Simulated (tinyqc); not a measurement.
# Charge-trap memory cell: two studies

Channel, tunnel oxide, storage layer, blocking layer, gate. N electrons per area sit in a sheet at the centroid and shift the threshold by U = (q/eps0) N (tb/eb + xc tn/en). EOT = t1 + 3.9 (tn/en + tb/eb); tunnel field F = (Vg - U)/EOT; dN/dt = eta (J/q)(1 - N/Nm). Fowler-Nordheim: J = A F^2 exp(-B/F), A = q^2/(16 pi^2 hbar mo phi) (times 1e14 for A/cm^2 with F in V/nm, emitter mass m0), B = (4/3) sqrt(mo/C) phi^1.5, C = hbar^2/(2 m0).

Values chosen for this exercise; oxide values close to those of silicon dioxide, storage layer close to silicon nitride, blocking layer close to aluminium oxide:
- phi = 3.19 eV (tunnel barrier)
- mo = 0.41 m0 (tunnelling mass)
- t1 = 5.3 nm (tunnel oxide (permittivity 3.9))
- tn = 5.7 nm (storage layer)
- en = 7.5 (its relative permittivity)
- tb = 9 nm (blocking layer)
- eb = 9 (its relative permittivity)
- xc = 0.66 (charge centroid, share of tn counted from the blocking side)
- eta = 0.48 (capture efficiency of an empty layer)
- Nm = 6.9e12 cm^-2 (trap density)
- Vg = 13.5 V (gate voltage less flat band and surface potential)

Constants: q = 1.602176634e-19 C, hbar = 1.054571817e-34 J s, m0 = 9.1093837015e-31 kg, eps0 = 8.8541878128e-14 F/cm where lengths are in cm, hbar^2/(2 m0) = 0.0380998212 eV nm^2. Results are converted to the units shown.

Each table varies one quantity; the others keep the values above.

## Effect of the gate voltage

After 0.0001 s. The rate equation is integrated from N = 0 to the digits shown; blocking field (3.9 F + q N/eps0)/eb.

Result of one run:
```
Vg (V)	N/Nm	U (V)	F (V/nm)	blocking field (V/nm)
11.5	0.01561	0.02926	0.9430	0.4108
```

What becomes of these results when the gate voltage less flat band and surface potential Vg is changed from 11.5 to 14.9 V, all else the same?

Result of the changed run:
```
Vg (V)	N/Nm	U (V)	F (V/nm)	blocking field (V/nm)
14.9	0.8293	1.555	1.097	0.5905
```

The whole series:
```
Vg (V)	N/Nm	U (V)	F (V/nm)	blocking field (V/nm)
11.5	0.01561	0.02926	0.9430	0.4108
12.4	0.09893	0.1855	1.004	0.4489
13.2	0.2932	0.5497	1.040	0.4913
14.1	0.5895	1.105	1.068	0.5447
14.9	0.8293	1.555	1.097	0.5905
15.8	0.9820	1.841	1.148	0.6335
16.6	1.000	1.875	1.211	0.6633
17.5	1.000	1.875	1.285	0.6954
```

U rises from 0.0293 to 1.87 V; the slope between neighbouring rows is at most 0.617 and 0 between the last two rows. In the upper rows it falls short of the 1 of a floating gate because capture weakens as the traps fill (100 % in the last row); where little charge has entered in the time given, the slope is small in any case. The blocking field reaches 6.95 MV/cm, where electrons may escape to the gate, which the model leaves out.

## Threshold shift against programming time

Same model as above.

Threshold shift against programming time:
```
t (s)	N/Nm	U (V)	F (V/nm)	blocking field (V/nm)
2.3e-6	0.02432	0.04560	1.106	0.4827
1.6e-5	0.1312	0.2459	1.090	0.4904
0.00011	0.4050	0.7592	1.047	0.5101
0.00073	0.7209	1.351	0.9987	0.5328
0.005	0.9471	1.776	0.9639	0.5491
0.034	0.9999	1.875	0.9557	0.5529
0.24	1.000	1.875	0.9557	0.5529
1.6	1.000	1.875	0.9557	0.5529
```

Read the table: what changes, and by how much?

U rises from 0.0456 to 1.87 V, by 0.000 V a decade at the end. The traps are 100 % full, so filling caps the shift at 1.87 V.

Range of the model: The Fowler-Nordheim form needs F t1 above phi; trap-assisted paths and leakage through the blocking layer are left out.

tinyqc, about 0.07 s, one thread, Intel Xeon 2.30GHz (shared host): `OMP_NUM_THREADS=1 python tinyqc.py 2130097 2130098 out.jsonl`
